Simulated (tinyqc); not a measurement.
All estimates against temperature: estimate of lattice thermal conductivity from elastic moduli (Slack, Klemens and Cahill formulas). Computed by tinyqc, a small Python program. Command: `OMP_NUM_THREADS=1 python tinyqc.py 3006722 3006723 out.jsonl slack walk`. One thread of a shared host (Intel(R) Xeon(R) Processor @ 2.30GHz), about 0.01 s of CPU time with the checks.

An isotropic solid.

Inputs (values chosen for the exercise, for a model crystal):
```
quantity                     value        unit
bulk modulus B                40.1         GPa
shear modulus G               38.4         GPa
volume per atom V             27.9  angstrom^3
mean atomic mass M            60.5           u
atoms per primitive cell n       8           -
temperature T                  300           K
disorder parameter Gamma    0.0037           -
grain size d                  8300          nm
```

Grueneisen parameter: from the Poisson ratio.

Constants: u = 1.6605390666e-27 kg; hbar = 1.054571817e-34 J s; k_B = 1.380649e-23 J/K; h = 6.62607015e-34 J s.

Method:
- rho = M/V; vL = sqrt((B + 4G/3)/rho), vT = sqrt(G/rho); v_m = [(vL^-3 + 2 vT^-3)/3]^(-1/3); Poisson ratio sigma = (3B - 2G)/(6B + 2G); Theta = hbar v_m (6 pi^2/V)^(1/3)/k_B.
- Empirical rule gamma = (3/2) (1 + sigma)/(2 - 3 sigma).
- Slack, an estimate for T near or above Theta_a: kappa = A M Theta_a^3 delta n^(1/3)/(gamma^2 T) in W/(m K), with M in u, delta = V^(1/3) in angstrom, Theta_a = Theta n^(-1/3) and A = 2.43e-6/(1 - 0.514/gamma + 0.228/gamma^2).
- High-temperature forms with the classical heat capacity. Klemens: kappa/kappa_0 = arctan(u)/u, u^2 = pi^2 Theta V Gamma kappa_0/(h v_m^2). Grains: 1/kappa_poly = 1/kappa + 1/(C v_m d/3), C = 3 k_B/(n V), the acoustic branches alone.
- Cahill minimum: kappa_min = (pi/6)^(1/3) k_B V^(-2/3) sum over L, T, T of v (T/Theta_i)^2 int_0^(Theta_i/T) x^3 e^x/(e^x - 1)^2 dx, Theta_i = Theta v_i/v_m (64 Gauss-Legendre points).

Grueneisen parameter gamma = 1.07347

Debye temperature Theta = 351.638 K

v_m = 3582.24 m/s

vL = 5035.41 m/s

vT = 3265.62 m/s

acoustic Debye temperature Theta_a = 175.819 K

Kappa (W/(m K)):
```
T (K)  perfect crystal  with point defects  polycrystal  minimum
200             29.248              22.066       21.805  0.59651
300             19.499              15.840       15.705  0.64994
400             14.624              12.398       12.315  0.67083
550             10.636               9.372        9.325  0.68410
750              7.800               7.082        7.055  0.69119
1000             5.850               5.430        5.414  0.69485
1300             4.500               4.244        4.234  0.69679
1700             3.441               3.288        3.282  0.69796
```

What follows from these numbers?

The perfect crystal follows 1/T. With point defects the exponent runs from -0.82 to -0.95 (the strong-disorder limit is -1/2), and with grains from -0.81 to -0.95. At the highest T it is still 4.7 times the minimum.

Extremes, crossings and ranges named in words are read from the listed rows.
